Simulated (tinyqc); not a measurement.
Length offset and series resistance from crossing lines.

Question. R_total = Rs + k (L - dL)/Vo with constant Rs, dL and k. Find k, dL and Rs.

R_total at (L, Vo) = (40, 0.33), (80, 0.33), (40, 0.94) and (80, 0.94), L in nm and Vo in V (ohm um): [216.66667, 350, 147.44681, 194.25532]

Solution. At each overdrive R is a straight line in L with slope k/Vo; the two lines cross at L = dL, R = Rs.

k = 1.100 ohm um V/nm
dL = 8.000 nm
Rs = 110.0 ohm um

Computed by the program tinyqc: `OMP_NUM_THREADS=1 python tinyqc.py 2282019 2282020 out.jsonl`, one thread of a shared Intel Xeon 2.30GHz, about 0.04 s for the whole run.
